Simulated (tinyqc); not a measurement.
Worked calculation: CIS on RHF in the sto-3g basis, for H3-, spin multiplicity 1. The basis has no diffuse functions, so it cannot describe the extra electron: this is an exercise in the method, not the real anion. Computed by tinyqc, a small Python program that keeps every step (integrals from PySCF). Settings: charge = -1, multiplicity = 1, basis = sto-3g, method = RHF, energy threshold = 1e-10, iteration cap = 70, orthogonalisation = symmetric, start = atomic densities, DIIS depth = 6. Command: `OMP_NUM_THREADS=1 python tinyqc.py 30558 30559 out.jsonl` (the two numbers bound the seeds that draw the settings). One thread of a shared host (Intel(R) Xeon(R) Processor @ 2.60GHz), about 0.04 s of CPU time with the checks. The early iterations of the SCF are left out here.

## One-electron integrals

Geometry (angstrom):
```
atom,x,y,z
H,0.00000,0.00000,0.00000
H,0.00000,0.00000,0.86400
H,0.00000,0.00000,-0.86400
```

Basis sto-3g: exponents (1/bohr^2) and contraction coefficients of normalised primitives:
```
element,l (shell),exponent,coefficient
H,s (1),3.42525,0.15433
H,s (1),0.62391,0.53533
H,s (1),0.16886,0.44463
```

Overlap, kinetic and nuclear-attraction integrals over the contracted functions; the nuclear repulsion is the sum of Za Zb / Rab.

nuclear repulsion = 1.5311841 hartree

overlap S:
```
,1H 1s,2H 1s,3H 1s
1H 1s,1.00000,0.57981,0.57981
2H 1s,0.57981,1.00000,0.18333
3H 1s,0.57981,0.18333,1.00000
```

kinetic energy T (hartree):
```
,1H 1s,2H 1s,3H 1s
1H 1s,0.76003,0.16970,0.16970
2H 1s,0.16970,0.76003,-0.00377
3H 1s,0.16970,-0.00377,0.76003
```

nuclear attraction V (hartree):
```
,1H 1s,2H 1s,3H 1s
1H 1s,-2.38738,-1.22817,-1.22817
2H 1s,-1.22817,-2.11279,-0.35974
3H 1s,-1.22817,-0.35974,-2.11279
```

core Hamiltonian H = T + V (hartree):
```
,1H 1s,2H 1s,3H 1s
1H 1s,-1.62735,-1.05847,-1.05847
2H 1s,-1.05847,-1.35276,-0.36351
3H 1s,-1.05847,-0.36351,-1.35276
```

## Two-electron integrals

Functions are numbered as in S; the eight-fold symmetry (ij|kl) = (ji|kl) = (kl|ij) leaves the list below.

Two-electron integrals (ij|kl) in chemists' order, unique and non-zero (hartree):
```
i,j,k,l,(ij|kl)
1,1,1,1,0.77461
2,1,1,1,0.37653
2,1,2,1,0.22280
2,2,1,1,0.52448
2,2,2,1,0.37653
2,2,2,2,0.77461
3,1,1,1,0.37653
3,1,2,1,0.17070
3,1,2,2,0.22877
3,1,3,1,0.22280
3,2,1,1,0.11295
3,2,2,1,0.05964
3,2,2,2,0.09228
3,2,3,1,0.05964
3,2,3,2,0.01819
3,3,1,1,0.52448
3,3,2,1,0.22877
3,3,2,2,0.30347
3,3,3,1,0.37653
3,3,3,2,0.09228
3,3,3,3,0.77461
```

## Orthogonalisation

S = U s U^T; symmetric (Loewdin) form X = U s^(-1/2) U^T, so that X^T S X = 1.

eigenvalues of S: 0.26658  0.81667  1.91675

X:
```
,1H 1s,2H 1s,3H 1s
1H 1s,1.39702,-0.42674,-0.42674
2H 1s,-0.42674,1.18433,0.07777
3H 1s,-0.42674,0.07777,1.18433
```

## Iteration 9 (converged): orbitals

converged F (hartree):
```
,1H 1s,2H 1s,3H 1s
1H 1s,0.02794,-0.26150,-0.26150
2H 1s,-0.26150,0.07012,-0.11230
3H 1s,-0.26150,-0.11230,0.07012
```

Diagonalise F' = X^T F X, C = X C', fill 2 alpha and 2 beta electrons from the bottom; D = 2 C_occ C_occ^T. Each column has its largest component positive (the first on a tie).

F' = X^T F X (hartree):
```
,1,2,3
1,0.66275,-0.55025,-0.55025
2,-0.55025,0.36486,0.14149
3,-0.55025,0.14149,0.36486
```

orbital energies (hartree): MO1 -0.19754, MO2 0.22337, MO3 1.36664

coefficients C:
```
,MO1,MO2,MO3
1H 1s,0.48959,0.00000,1.44089
2H 1s,0.37558,0.78246,-0.91514
3H 1s,0.37558,-0.78246,-0.91514
```

D after iteration 9:
```
,1H 1s,2H 1s,3H 1s
1H 1s,0.47941,0.36776,0.36776
2H 1s,0.36776,1.50659,-0.94236
3H 1s,0.36776,-0.94236,1.50659
```

## Convergence

Stop when the energy changes by less than 1e-10 hartree and every element of the error matrix X^T (F D S - S D F) X is below 3e-06.

Course of the cycle:
```
iteration,E (hartree),change,largest element of the error matrix
1,-1.4071685,-,5.82e-02
2,-1.3069772,1.00e-01,1.26e-02
3,-1.3070927,-1.16e-04,1.46e-03
4,-1.3070942,-1.45e-06,4.38e-04
5,-1.3070943,-9.36e-08,2.56e-04
6,-1.3070943,-2.47e-08,1.79e-04
7,-1.3070943,-9.84e-09,1.37e-04
8,-1.3070943,-1.40e-08,5.99e-08
9,-1.3070943,-2.22e-15,2.08e-09
```

PySCF RHF in the same basis = -1.3070943 hartree

Converged in 9 iterations.

## Integrals over molecular orbitals

(pq|rs) = sum C_ip C_jq C_kr C_ls (ij|kl), one index at a time.

one-electron integrals over orbitals h = C^T H C (hartree):
```
,1,2,3
1,-1.65279,0.00000,-0.16536
2,0.00000,-1.21132,0.00000
3,-0.16536,0.00000,-0.67048
```

Two-electron integrals over orbitals (pq|rs), unique and non-zero (hartree):
```
p,q,r,s,(pq|rs)
1,1,1,1,0.57932
2,1,2,1,0.16321
2,2,1,1,0.51957
2,2,2,2,0.55876
3,1,1,1,0.08395
3,1,2,2,-0.02751
3,1,3,1,0.13078
3,2,2,1,-0.13643
3,2,3,2,0.13843
3,3,1,1,0.60818
3,3,2,2,0.54499
3,3,3,1,0.10177
3,3,3,3,0.67912
```

## CIS matrix, singlets

A(ia,jb) = (e_a - e_i) d_ij d_ab + 2 (ia|jb) - (ij|ab).

CIS matrix A, singlet (hartree):
```
,1>3,2>3
1>3,1.21757,0.00000
2>3,0.00000,0.87513
```

## CIS singlet states

dipole integrals <i|r|a> (bohr):
```
,x,y,z
1>3,0.00000,0.00000,0.00000
2>3,0.00000,0.00000,-1.27095
```

Diagonalise A (1 hartree = 27.211386 eV); each vector has its largest component positive (the first on a tie). The transition dipole is mu = sqrt2 sum c_ia <i|r|a>.

singlet excitation energies (eV): 23.81357  33.13164

lowest vectors:
```
,state 1,state 2
1>3,0.00000,1.00000
2>3,1.00000,0.00000
```

oscillator strengths 2/3 w |mu|^2: 1.88480  0.00000

## CIS matrix, triplets

A(ia,jb) = (e_a - e_i) d_ij d_ab - (ij|ab).

CIS matrix A, triplet (hartree):
```
,1>3,2>3
1>3,0.95600,0.00000
2>3,0.00000,0.59828
```

## CIS triplet states

Diagonalise A (1 hartree = 27.211386 eV); each vector has its largest component positive (the first on a tie).

triplet excitation energies (eV): 16.28007  26.01414

lowest vectors:
```
,state 1,state 2
1>3,0.00000,1.00000
2>3,1.00000,0.00000
```
